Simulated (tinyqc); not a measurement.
What each parameter does: ellipsoidal valleys in the axes of a wafer and a channel.

Valleys with axes a along [111], [1-1-1], [-11-1] and [-1-11], one whole valley each; inverse mass tensor w = 1/mt + (1/ml - 1/mt) a a. Device axes: z = nz/|nz|, x = nx/|nx|, y = z cross x; in them a = (ax, ay, az). Confinement mass mz = 1/w_zz. In the plane w_ij is replaced by u_ij = w_ij - w_iz w_jz/w_zz (i, j = x, y); density-of-states mass md = 1/sqrt(det u); conductivity mass along x mc = 1/u_xx; ballistic transport mass mx = u_yy/det u, width mass my = 1/u_yy.

Hard walls: E_n = c (n pi/t)^2/mz, c = hbar^2/2m0, n = 1, 2, 3. Non-degenerate share of a valley proportional to md sum_n exp(-E_n/kT); mean 1/mc = sum of share/mc. 1 nm = 10 angstrom.

Constants: hbar^2/2m0 = 3.80998211 eV angstrom^2; kB = 8.617333262e-05 eV/K.

Inputs chosen for the exercise (near those of the L valleys of Ge; the results hold for these values, not for the real material): ml = 1.641 m0 (longitudinal mass); mt = 0.079 m0 (transverse mass); nz = (1, 1, 3) (surface normal (confinement)); nx = (1, -1, 0) (channel direction); t = 4.3 nm (thickness of the film); T = 77 K (temperature).

Lowest E1, its share and the mean conductivity mass.

Results for these values:

| case | lowest E1 (meV) | share | mean mc (m0) |
|---|---|---|---|
| base | 71.80 | 1.0000 | 0.0790 |

What happens to each result for t = 4.73 nm, all else kept?

Answer: lowest E1 falls from 71.80 to 59.34; share does not change at the printed digits; mean mc does not change at the printed digits.

The same for each parameter in turn:

| case | lowest E1 (meV) | share | mean mc (m0) |
|---|---|---|---|
| base | 71.80 | 1.0000 | 0.0790 |
| ml = 1.805 m0 | 70.94 | 1.0000 | 0.0790 |
| mt = 0.071 m0 | 78.83 | 1.0000 | 0.0710 |
| t = 4.73 nm | 59.34 | 1.0000 | 0.0790 |
| T = 69.3 K | 71.80 | 1.0000 | 0.0790 |

(tinyqc, `OMP_NUM_THREADS=1 python tinyqc.py 1850498 1850499 out.jsonl`, Intel(R) Xeon(R) Processor @ 2.30GHz, 1 thread, shared host, about 0.01 s.)
